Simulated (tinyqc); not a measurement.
# Worked calculation: hot electrons in a saturated n-channel MOSFET, lucky-electron model

Program tinyqc, `OMP_NUM_THREADS=1 python tinyqc.py 2550038 2550039 out.jsonl`; Intel Xeon 2.30GHz, shared host, one thread, about 0.01 s. Printed values are rounded.

Beyond pinch-off the lateral field grows as Esat cosh(y/l) over the velocity-saturated region (pseudo-two-dimensional model). Impact ionisation in this region gives the substrate current, which biases the body forward through Rsub. Currents are per width. Local-field laws: they overstate ionisation when the field peak is narrower than an energy relaxation length.

Parameters, values chosen for the exercise; values close to those of silicon n-channel devices:

| symbol | value | unit | meaning |
|---|---|---|---|
| L | 0.8 | um | channel length |
| tox | 16 | nm | oxide thickness |
| xj | 230 | nm | junction depth |
| VT | 0.62 | V | threshold |
| mu | 270 | cm^2/(V s) | effective mobility |
| vs | 7.7e6 | cm/s | saturation velocity |
| Ai | 2e6 | 1/cm | ionisation prefactor |
| Bi | 1.62 | MV/cm | ionisation field |
| Rd | 400 | ohm um | resistance of the lightly doped drain |
| Rsub | 8100 | ohm um | substrate resistance |
| kb | 0.35 |  | fall of VT per volt of forward body bias |
| lm | 9.9 | nm | hot-electron mean free path |
| pb | 3.2 | V | oxide barrier |
| Cg | 0.0018 |  | prefactor of the gate current |
| m | 3.2 |  | lifetime exponent |
| Hl | 4100 | s uA/um | lifetime constant |
| Vd | 3.6 | V | drain voltage |
| Vg | 2 | V | gate voltage |

Constants: eps0 = 8.8541878128e-14 F/cm where lengths are in cm. Results are converted to the units shown.

## Length and field scales

Cox = 3.9 eps0/tox, l = sqrt(3 tox xj), Esat = 2 vs/mu.

Cox = 0.215821 uF/cm^2
l = 105.071 nm
Esat = 0.0570370 MV/cm
Esat L = 4.56296 V

## Iteration 1: body bias from the substrate current

Vb at the start = 0 V

Cox = 3.9 eps0/tox. Overdrive g = Vg - VT + kb Vb; Vdsat = g Esat L/(g + Esat L); Id = Cox vs (g - Vdsat); dV = Vd - Id Rd - Vdsat; Em = sqrt((dV/l)^2 + Esat^2); Isub = Id (Ai/Bi) l Em exp(-Bi/Em). Vb(new) = Rsub Isub.

Vdsat = 1.05955 V
Id = 53.2524 uA/um
dV = 2.51915 V
Em = 0.246447 MV/cm
Isub = 0.237825 uA/um
Vb after iteration 1 = 0.00192638 V

## Iteration 2: body bias from the substrate current

As before.

Vdsat = 1.05995 V
Id = 53.2984 uA/um
dV = 2.51873 V
Em = 0.246408 MV/cm
Isub = 0.237749 uA/um
Vb after iteration 2 = 0.00192576 V

## Course of the iteration: body bias from the substrate current

Stop when Vb changes by less than 1e-9 V, or after 60 iterations.

Course of the iteration:
```
iteration      Vb (V)  |change| (V)
1          0.00192638       1.93e-3
2          0.00192576       6.16e-7
3          0.00192576      1.97e-10
```

Converged in 3 iterations. The change falls from 0.0019 in the first iteration to below the tolerance in the last.

## Gate current, lifetime and channel shortening

Id = 53.2984 uA/um
dV = 2.51873 V
Em = 0.246408 MV/cm
Isub = 0.237749 uA/um

Ig = Cg Id exp(-pb/(lm Em)); lifetime tau = (Hl/Id)(Isub/Id)^(-m); length of the saturated region dL = l ln[(dV/l + Em)/Esat]. 1 year = 3.15576e7 s.

Isub/Id = 0.00446071
Ig = 0.192759 pA/um
tau = 81.0725 years
dL = 225.143 nm

The lifetime exceeds ten years. Integrating Ai exp(-Bi/E) over the cosh profile gives Isub/Id = 0.00407, so the closed form is 9.5 % above it.
